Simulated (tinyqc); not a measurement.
Effective mass of the conduction band from tabulated energies: one step. The non-parabolic form. The numbers come from values chosen for the exercise (band of an eight-band Kane model near InAs).

c = hbar^2/2m0. A uniform scatter of up to 0.1 meV has been added to mimic numerical noise.
Constants: hbar^2/2m0 = 3.80998211 eV angstrom^2.

Energies along [100], from the band edge:
```
k (1/angstrom)    E (meV)
0.0000000        0.000000
0.0035000        1.870400
0.0070000        7.170800
0.0105000       15.869500
0.0140000       27.229000
0.0175000       41.194600
0.0210000       57.165400
0.0245000       74.846700
0.0280000       93.763900
```

reference mass (curvature of the model at k = 0.0001 1/angstrom) = 0.0256001 m0

Task: E (1 + alpha E) = c k^2/m means that y = c k^2/E is a straight line in E with intercept m and slope m alpha. Fit the line by unweighted least squares over points 1 to 8, E in eV.

Give: y; m; alpha.

Result:

y (m0): [0.02495, 0.02603, 0.02647, 0.02743, 0.02832, 0.02939, 0.03056, 0.03186]

m = 0.02529 m0
alpha = 2.811 1/eV

The intercept errs by -1.21 %. The scatter of the first points, divided by small energies, tilts an unweighted line. The model has Eg = 0.422 eV, and for two bands alpha is near 1/Eg = 2.37 1/eV.

Run: tinyqc, `OMP_NUM_THREADS=1 python tinyqc.py 1850360 1850361 out.jsonl`; Intel(R) Xeon(R) Processor @ 2.30GHz, one thread, shared host; about 0.01 s of CPU time with all checks.
